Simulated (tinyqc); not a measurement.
# Worked calculation: admittance spectroscopy of a deep trap

tinyqc, about 0.01 s, one thread, Intel Xeon 2.30GHz (shared host): `OMP_NUM_THREADS=1 python tinyqc.py 2050109 2050110 out.jsonl` Printed values are rounded.

Schottky contact on an n-type layer with shallow donors Nd (all ionised) and a donor-like deep trap, neutral when filled and positive when empty; depletion approximation. Traps within lam of the depletion edge stay filled. The traps at xt = W - lam, where the level crosses the Fermi level, follow a slow signal and not a fast one. w = 2 pi f.

Values chosen for this exercise; material values close to those of silicon: relative permittivity eps_r = 11.7; conduction-band density of states at 300 K Nc = 2.85e19 cm^-3; thermal velocity at 300 K vth = 2.4e7 cm/s; shallow donor density Nd = 5.7e15 cm^-3; built-in voltage Vbi = 0.66 V; depth of the trap below the conduction edge Et = 0.27 eV; capture cross-section sn = 1.2e-17 cm^2; trap density Nt = 8.6e15 cm^-3; reverse bias Vr = 0 V; signal frequency f = 54000 Hz; temperature T = 279 K.

Constants: q = 1.602176634e-19 C, kB = 1.380649e-23 J/K, eps0 = 8.8541878128e-14 F/cm where lengths are in cm. Results are converted to the units shown.

## Widths and limiting capacitances

lam = sqrt(2 eps0 eps_r (EF - ET)/(q Nd)), EF - ET = Et - (kB T/q) ln(Nc(T)/Nd), Nc(T) = Nc (T/300 K)^1.5. In the steady state at the band bending V, 2 eps0 eps_r V/q = Nd W^2 + Nt (W - lam)^2 (the second term only if W > lam). V = Vbi + Vr. C_HF = eps0 eps_r/W, C_LF = eps0 eps_r (Nd + Nt)/(Nd W + Nt xt).

lam = 124.064 nm
W = 311.244 nm
xt = 187.180 nm
C_HF = 33.2838 nF/cm^2
C_LF = 43.7785 nF/cm^2

The step is 31.5 % of C_HF.

## Admittance at the signal frequency

Emission rate en = sn vth(T) Nc(T) exp(-Et/kB T) = sn g T^2 exp(-Et/kB T), g = vth Nc/(300 K)^2, as vth goes as T^0.5 and Nc as T^1.5 (degeneracy factor 1). Inflection frequency w0 = 2 en [1 + Nt xt/(Nd W)]; C = C_HF + (C_LF - C_HF)/(1 + (w/w0)^2), G/w = (C_LF - C_HF)(w/w0)/(1 + (w/w0)^2).

en = 94188.6 1/s
w0/(2 pi) = 57185.1 Hz
C = 38.8315 nF/cm^2
G/w = 5.23870 nF/cm^2

The signal lies near the inflection, where the loss is largest.
